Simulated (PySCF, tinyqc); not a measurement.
Worked calculation: RHF in the sto-6g basis, for Be, spin multiplicity 1. This run ends on a higher stationary point, not on the lowest solution. The lowest restricted solution is unstable here: a spin-polarised one lies 0.0017 hartree lower (PySCF). Computed by tinyqc, a small Python program that keeps every step (integrals from PySCF). Settings: charge = 0, multiplicity = 1, basis = sto-6g, energy threshold = 1e-08, iteration cap = 59, orthogonalisation = symmetric, start = highest core orbitals, DIIS depth = 0, damping = 0.3, method = RHF. Command: `OMP_NUM_THREADS=1 python tinyqc.py 22912 22913 out.jsonl` (the two numbers bound the seeds that draw the settings). One thread of a shared host (Intel(R) Xeon(R) Processor @ 2.60GHz), about 0.04 s of CPU time with the checks.

Geometry (angstrom):

| atom | x | y | z |
|---|---|---|---|
| Be | 0.000000 | 0.000000 | 0.000000 |

Stop when the energy changes by less than 1e-08 hartree and every element of the error matrix X^T (F D S - S D F) X is below 3e-05.

Course of the cycle:

| iteration | E (hartree) | change | largest element of the error matrix |
|---|---|---|---|
| 1 | -4.09675962 | - | 0.000000 |
| 2 | -11.24752291 | -7.15e+00 | 1.71e-01 |
| 3 | -13.30180197 | -2.05e+00 | 1.39e-01 |
| 4 | -13.91163681 | -6.10e-01 | 7.73e-02 |
| 5 | -14.09426155 | -1.83e-01 | 3.67e-02 |
| 6 | -14.14905469 | -5.48e-02 | 1.60e-02 |
| 7 | -14.16549788 | -1.64e-02 | 6.63e-03 |
| 8 | -14.17043194 | -4.93e-03 | 2.66e-03 |
| 9 | -14.17191234 | -1.48e-03 | 1.04e-03 |
| 10 | -14.17235649 | -4.44e-04 | 4.03e-04 |
| 11 | -14.17248974 | -1.33e-04 | 1.54e-04 |
| 12 | -14.17252971 | -4.00e-05 | 5.81e-05 |
| 13 | -14.17254171 | -1.20e-05 | 2.18e-05 |
| 14 | -14.17254530 | -3.60e-06 | 8.16e-06 |
| 15 | -14.17254638 | -1.08e-06 | 3.04e-06 |
| 16 | -14.17254671 | -3.24e-07 | 1.13e-06 |
| 17 | -14.17254680 | -9.71e-08 | 4.17e-07 |
| 18 | -14.17254683 | -2.91e-08 | 1.54e-07 |
| 19 | -14.17254684 | -8.74e-09 | 5.67e-08 |

Can the last value be used, and what does the course show?

No, though the log alone does not show it. Converged in 19 iterations. But the solution lies 0.33081 hartree above the reference: it is another stationary point, not the lowest restricted one. Reruns (cap 100 unless said): DIIS 8: converged in 13 to a higher stationary point; damping 0.5: converged in 31 to a higher stationary point; level shift 0.5: converged in 8 to a higher stationary point; atomic densities as start, DIIS 8: converged in 3. PySCF RHF in the same basis = -14.50336112 hartree.
